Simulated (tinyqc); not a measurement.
ROHF in the sto-6g basis, for Li, spin multiplicity 2, step by step (part 2 of 2). Computed by tinyqc, a small Python program that keeps every step (integrals from PySCF). Command: `OMP_NUM_THREADS=1 python tinyqc.py 25408 25409 out.jsonl` (the two numbers bound the seeds that draw the settings). One thread of a shared host (Intel(R) Xeon(R) Processor @ 2.60GHz), about 0.04 s of CPU time with the checks.

Geometry (angstrom):
```
atom         x         y         z
Li    0.000000  0.000000  0.000000
```

## Iteration 3: diagonalisation and new density

extrapolated F (hartree):
```
            1Li 1s     1Li 2s   1Li 2px   1Li 2py   1Li 2pz
1Li 1s   -2.387080  -0.618554  0.000000  0.000000  0.000000
1Li 2s   -0.618554  -0.195197  0.000000  0.000000  0.000000
1Li 2px   0.000000   0.000000  0.159729  0.000000  0.000000
1Li 2py   0.000000   0.000000  0.000000  0.159729  0.000000
1Li 2pz   0.000000   0.000000  0.000000  0.000000  0.159729
```

X:
```
            1Li 1s     1Li 2s   1Li 2px   1Li 2py   1Li 2pz
1Li 1s    1.021726  -0.122153  0.000000  0.000000  0.000000
1Li 2s   -0.122153   1.021726  0.000000  0.000000  0.000000
1Li 2px   0.000000   0.000000  1.000000  0.000000  0.000000
1Li 2py   0.000000   0.000000  0.000000  1.000000  0.000000
1Li 2pz   0.000000   0.000000  0.000000  0.000000  1.000000
```

Diagonalise F' = X^T F X, C = X C', fill 2 alpha and 1 beta electrons from the bottom; D(s) = C_occ C_occ^T. Each column has its largest component positive (the first on a tie).

F' = X^T F X (hartree):
```
           1          2         3         4         5
1  -2.340441  -0.332665  0.000000  0.000000  0.000000
2  -0.332665  -0.084990  0.000000  0.000000  0.000000
3   0.000000   0.000000  0.159729  0.000000  0.000000
4   0.000000   0.000000  0.000000  0.159729  0.000000
5   0.000000   0.000000  0.000000  0.000000  0.159729
```

orbital energies (hartree): MO1 -2.388484, MO2 -0.036947, MO3 0.159729, MO4 0.159729, MO5 0.159729

coefficients C:
```
              MO1        MO2       MO3       MO4       MO5
1Li 1s   0.993775  -0.266939  0.000000  0.000000  0.000000
1Li 2s   0.025141   1.028695  0.000000  0.000000  0.000000
1Li 2px  0.000000   0.000000  1.000000  0.000000  0.000000
1Li 2py  0.000000   0.000000  0.000000  1.000000  0.000000
1Li 2pz  0.000000   0.000000  0.000000  0.000000  1.000000
```

D(alpha) after iteration 3:
```
            1Li 1s     1Li 2s   1Li 2px   1Li 2py   1Li 2pz
1Li 1s    1.058845  -0.249614  0.000000  0.000000  0.000000
1Li 2s   -0.249614   1.058845  0.000000  0.000000  0.000000
1Li 2px   0.000000   0.000000  0.000000  0.000000  0.000000
1Li 2py   0.000000   0.000000  0.000000  0.000000  0.000000
1Li 2pz   0.000000   0.000000  0.000000  0.000000  0.000000
```

D(beta) after iteration 3:
```
           1Li 1s    1Li 2s   1Li 2px   1Li 2py   1Li 2pz
1Li 1s   0.987588  0.024985  0.000000  0.000000  0.000000
1Li 2s   0.024985  0.000632  0.000000  0.000000  0.000000
1Li 2px  0.000000  0.000000  0.000000  0.000000  0.000000
1Li 2py  0.000000  0.000000  0.000000  0.000000  0.000000
1Li 2pz  0.000000  0.000000  0.000000  0.000000  0.000000
```

Within a degenerate level the vectors are fixed only up to a rotation; this is one choice.

## Iteration 4 (converged): orbitals

converged F (hartree):
```
            1Li 1s     1Li 2s   1Li 2px   1Li 2py   1Li 2pz
1Li 1s   -2.387119  -0.618579  0.000000  0.000000  0.000000
1Li 2s   -0.618579  -0.195264  0.000000  0.000000  0.000000
1Li 2px   0.000000   0.000000  0.159709  0.000000  0.000000
1Li 2py   0.000000   0.000000  0.000000  0.159709  0.000000
1Li 2pz   0.000000   0.000000  0.000000  0.000000  0.159709
```

As before.

F' = X^T F X (hartree):
```
           1          2         3         4         5
1  -2.340477  -0.332679  0.000000  0.000000  0.000000
2  -0.332679  -0.085054  0.000000  0.000000  0.000000
3   0.000000   0.000000  0.159709  0.000000  0.000000
4   0.000000   0.000000  0.000000  0.159709  0.000000
5   0.000000   0.000000  0.000000  0.000000  0.159709
```

orbital energies (hartree): MO1 -2.388524, MO2 -0.037007, MO3 0.159709, MO4 0.159709, MO5 0.159709

coefficients C:
```
              MO1        MO2       MO3       MO4       MO5
1Li 1s   0.993773  -0.266947  0.000000  0.000000  0.000000
1Li 2s   0.025149   1.028694  0.000000  0.000000  0.000000
1Li 2px  0.000000   0.000000  1.000000  0.000000  0.000000
1Li 2py  0.000000   0.000000  0.000000  1.000000  0.000000
1Li 2pz  0.000000   0.000000  0.000000  0.000000  1.000000
```

D(alpha) after iteration 4:
```
            1Li 1s     1Li 2s   1Li 2px   1Li 2py   1Li 2pz
1Li 1s    1.058845  -0.249614  0.000000  0.000000  0.000000
1Li 2s   -0.249614   1.058845  0.000000  0.000000  0.000000
1Li 2px   0.000000   0.000000  0.000000  0.000000  0.000000
1Li 2py   0.000000   0.000000  0.000000  0.000000  0.000000
1Li 2pz   0.000000   0.000000  0.000000  0.000000  0.000000
```

D(beta) after iteration 4:
```
           1Li 1s    1Li 2s   1Li 2px   1Li 2py   1Li 2pz
1Li 1s   0.987584  0.024992  0.000000  0.000000  0.000000
1Li 2s   0.024992  0.000632  0.000000  0.000000  0.000000
1Li 2px  0.000000  0.000000  0.000000  0.000000  0.000000
1Li 2py  0.000000  0.000000  0.000000  0.000000  0.000000
1Li 2pz  0.000000  0.000000  0.000000  0.000000  0.000000
```

Within a degenerate level the vectors are fixed only up to a rotation; this is one choice.

## Convergence

Stop when the energy changes by less than 1e-08 hartree and every element of the error matrix X^T (F D S - S D F) X is below 3e-05.

Course of the cycle:
```
iteration  E (hartree)     change  largest element of the error matrix
1          -7.39316196          -                             1.19e-01
2          -7.39986007  -6.70e-03                             1.22e-02
3          -7.39993123  -7.12e-05                             3.94e-05
4          -7.39993123  -5.91e-10                             1.75e-05
```

PySCF ROHF in the same basis = -7.39993123 hartree

Converged in 4 iterations.

## Populations

overlap S:
```
           1Li 1s    1Li 2s   1Li 2px   1Li 2py   1Li 2pz
1Li 1s   1.000000  0.235742  0.000000  0.000000  0.000000
1Li 2s   0.235742  1.000000  0.000000  0.000000  0.000000
1Li 2px  0.000000  0.000000  1.000000  0.000000  0.000000
1Li 2py  0.000000  0.000000  0.000000  1.000000  0.000000
1Li 2pz  0.000000  0.000000  0.000000  0.000000  1.000000
```

Mulliken: Z minus the diagonal of D S on the atom; Loewdin: the same with S^(1/2) D S^(1/2).

Charges (e):
```
atom  Mulliken   Loewdin  Mulliken spin
1Li   0.000000  0.000000       1.000000
```
